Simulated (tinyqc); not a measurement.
From one set of inputs to another, one input at a time: Hall effect and magnetoresistance of several carrier groups with constant relaxation times. Computed by tinyqc, a small Python program. Command: `OMP_NUM_THREADS=1 python tinyqc.py 3011745 3011746 out.jsonl hall2 ladder`. One thread of a shared host (Intel(R) Xeon(R) Processor @ 2.30GHz), about 0.01 s of CPU time with the checks.

Group 1 has charge -e and group 2 charge +e; s_i is that sign. B lies along z; mu B is formed with mu in m^2/(V s).

The inputs printed are set A. Inputs not listed in the table keep their values of set A, so the rows need not describe a real material.

Inputs (values chosen for the exercise, for a model conductor): density n1 = 1.2e+17 1/cm^3; mobility mu1 = 16000 cm^2/(V s); density n2 = 4.6e+18 1/cm^3; mobility mu2 = 1300 cm^2/(V s); magnetic field B = 9.1 T.

Carriers: electrons and holes. Densities: per volume.

Constants: e = 1.602176634e-19 C.

Method. sigma_xx = sum n_i e mu_i/(1 + mu_i^2 B^2); sigma_xy = sum s_i n_i e mu_i^2 B/(1 + mu_i^2 B^2). rho_xx = sigma_xx/(sigma_xx^2 + sigma_xy^2); Hall coefficient R_H = sigma_xy/(B (sigma_xx^2 + sigma_xy^2)), with B in V s/cm^2 (1 T = 1e-4 V s/cm^2); magnetoresistance MR = rho_xx(B)/rho_xx(0) - 1. Apparent density 1/(e |R_H|); Hall mobility |R_H|/rho_xx.

Each row keeps all changes above it:
```
input moved                   from       to  rho_xx (ohm cm)  magnetoresistance MR (%)  Hall mobility (cm^2/(V s))
set A                            -        -       1.1000e-03                3.9234e+01                        1238
mobility mu2 (cm^2/(V s))     1300      620       2.2959e-03                7.5532e+01                         551
magnetic field B (T)           9.1     0.11       1.3183e-03                7.9536e-01                        5946
density n2 (1/cm^3)        4.6e+18  3.1e+15       3.2476e-03                3.3390e-03                       15983
density n1 (1/cm^3)        1.2e+17  1.6e+15       2.2727e-01                2.1710e-01                       14806
mobility mu1 (cm^2/(V s))    16000     5000       6.2943e-01                5.9689e-02                        3909
```

rho_xx goes from 0.00110 to 0.629, a factor 572 in all. The largest single move comes from density n1 (a factor 70.0), and magnetic field B works against it (a factor 0.574). Magnetoresistance MR goes from 39.2 to 0.0597, a factor 0.00152 in all. The largest single move comes from density n2 (a factor 0.00420), and density n1 works against it (a factor 65.0). Hall mobility goes from 1240 to 3910, a factor 3.16 in all. The largest single move comes from magnetic field B (a factor 10.8), and mobility mu1 works against it (a factor 0.264). The single moves hold for this order of the switches; the total does not depend on the order.

Extremes, crossings and ranges named in words are read from the listed rows.
